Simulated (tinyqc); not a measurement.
Inside a calculation. Model: surface photovoltage measurement of the minority-carrier diffusion length in a wafer. Computed by tinyqc, a small Python program that keeps every step. Command: `OMP_NUM_THREADS=1 python tinyqc.py 3130424 3130425 out.jsonl spv walk`. One thread of a shared host (Intel(R) Xeon(R) Processor @ 2.30GHz), about 0.01 s of CPU time with the checks. Intermediate numbers are printed to about 5 digits and carried at full precision; extremes and crossings named in words are read from the listed rows.

Low injection, steady light, a depletion layer much thinner than 1/alpha and L. The excess density dn is taken at the front edge of the neutral region; light that reaches the back is lost.

Inputs (values chosen for the exercise, modelled on p-type silicon at room temperature):
```
quantity                                             value               unit
diffusion length L                                     560         micrometre
wafer thickness W                                      625         micrometre
diffusivity D                                         28.3             cm^2/s
front recombination velocity S_f                     47000               cm/s
back recombination velocity S_b                      13000               cm/s
photon flux entering                               1.6e+12         1/(cm^2 s)
minority density at the surface barrier scale n_0  1.8e+09             1/cm^3
temperature T                                          298                  K
wavelength                                             867                 nm
relative noise of each reading                         0.2                  %
diffusion length after pair splitting over L          0.77                  -
iron factor C                                        1e+16  micrometre^2/cm^3
```

Constants: k_B = 8.617333262e-05 eV/K.

## One wavelength

alpha = (84.732/lambda - 76.417)^2 per cm with lambda in micrometre (an empirical fit for silicon between 0.7 and 1.05 micrometre). Thick wafer: dn = Phi L/((S_f + D/L)(L + 1/alpha)). Finite wafer, with s = S_b L/D, w = W/L, a = alpha L: dn = [Phi a/(a^2 - 1)] [a - B - exp(-alpha W)(a - s)/(cosh w + s sinh w)]/(S_f + B D/L), B = (sinh w + s cosh w)/(cosh w + s sinh w). Photovoltage V = (k_B T/e) ln(1 + dn/n_0). Lifetime = L^2/D.

alpha = 454.25 1/cm

penetration depth 1/alpha = 22.014 micrometre

dn, thick wafer = 3.2406e+07 1/cm^3

B = 1.2204

dn, finite wafer = 3.2039e+07 1/cm^3

photovoltage V = 0.45306 mV

lifetime = 110.81 microsecond

## The linear plot

normal deviates g for the noise: -1.31  1.29  0.37  -0.41  -0.62  -1.19  1.27

Readings y = (Phi/dn) (1 + noise x g) at 780, 830, 880, 920, 950, 975 and 995 nm; a least-squares line y = c (1/alpha + L_app) gives L_app = intercept/slope.

Readings:
```
lambda (nm)  1/alpha (micrometre)  y (cm/s)  line (cm/s)
780                          9.64     48496        48426
830                         15.18     49336        49078
880                         25.33     50333        50272
920                         40.66     51928        52076
950                         61.28     54230        54502
975                         90.92     57673        57990
995                        130.89     63039        62693
```

slope = 117.67 cm/(s micrometre)

apparent length L_app = 401.92 micrometre

error of L_app (rounded to 0.001) = -28.229 %

Without noise the error would be -27.8 %, from the finite thickness at W/L = 1.1. S_f scales all readings alike and leaves L_app unchanged.

## Where the wafer is too thin

No noise; L is varied at fixed W, and the last two columns set S_b to 0 and to 1e7 cm/s.

Apparent length (micrometre):
```
L          W/L  given S_b  S_b = 0  S_b = 1e7
31.2    20.032      31.20     31.2      31.20
62.5    10.000      62.50     62.5      62.50
125.0    5.000     124.89    125.1     124.85
188.0    3.324     186.15    190.0     185.71
312.0    2.003     288.72    338.1     285.54
500.0    1.250     384.97    647.2     376.13
812.0    0.770     452.96   1396.4     438.23
1310.0   0.477     487.24   3034.8     468.94
2500.0   0.250     504.95   7352.9     484.66
```

With a fast back surface L_app levels off, at 485 micrometre in the last row; with a passive one it reaches up to 2.94 times L among these rows and is 7350 in the last. All three columns are within 5 % of L down to W/L = 3.3.

## Iron from two lengths

Splitting iron-boron pairs in boron-doped silicon shortens L; with nothing else changing, [Fe] = C (1/L_after^2 - 1/L^2). It is evaluated with the true lengths and with the apparent ones (without noise), which differ when the wafer is not thick against L.

L_after = 431.2 micrometre

[Fe] from the true lengths = 2.1895e+10 1/cm^3

[Fe] from the apparent lengths = 1.7278e+10 1/cm^3

bias, apparent over true less 1 (rounded to 0.001) = -21.085 %

Checks made by the program: dn against a finite-difference solution (relative difference 5e-06).
